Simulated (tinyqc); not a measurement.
Resonant-tunnelling diode, transfer matrices and Tsu-Esaki current: one step of the calculation.

Emitter (band edge 0), barrier d1, well Lw, barrier d2, collector (edge -V). The bias drops linearly over these layers and none in the contacts; each layer is cut into ns equal slices, flat at the value of their centres. E is the energy of motion across the layers, C = hbar^2/(2 m0), psi and psi'/m are continuous. Transport is coherent, T(E) is taken as independent of the transverse momentum, and charge in the well is ignored.

Question. Running product of the slice matrices at the trial energy. For the pair (psi, psi'/m) a flat layer has M = [[cos kd, (m/k) sin kd], [-(k/m) sin kd, cos kd]] with k = sqrt(m (E - U)/C) above its edge U, and M = [[cosh Kd, (m/K) sinh Kd], [(K/m) sinh Kd, cosh Kd]] with K = sqrt(m (U - E)/C) below it. Later slices stand to the left. With M acting on (psi, psi'/m) and v = k/m in each lead, T(E) = 4 vL vR/[(vL vR M12 - M21)^2 + (vR M11 + vL M22)^2]. vL = sqrt(mw E/C)/mw, vR = sqrt(mw (E + V)/C)/mw.

Inputs (values chosen for the exercise); masses and offsets of a made-up heterostructure: mass in the well, spacer and contacts mw = 0.26 m0; slices in each layer ns = 1; bias of the collector V = 0.2 V; trial energy E = 0.08255 eV.

Constants: q = 1.602176634e-19 C, hbar = 1.054571817e-34 J s, m0 = 9.1093837015e-31 kg, hbar^2/(2 m0) = 0.0380998212 eV nm^2. Results are converted to the units shown.

```
slice       U (eV)  m (m0)  width (nm)
0       0.97777778    0.51         0.8
1      -0.09444444    0.26         1.8
2       0.82777778    0.51           1
```

Wanted: Product after each layer; T(E).

Answer.

Product after each layer:
```
              M11  M12 (nm)  M21 (1/nm)     M22
barrier d1  8.006     1.170       53.91   8.006
well        8.538     1.275      -52.43  -7.714
barrier d2  1.204    0.4020       2.984   1.826
```

T(E) = 0.4186

Program tinyqc, `OMP_NUM_THREADS=1 python tinyqc.py 2600101 2600102 out.jsonl`; Intel Xeon 2.30GHz, shared host, one thread, about 0.09 s.
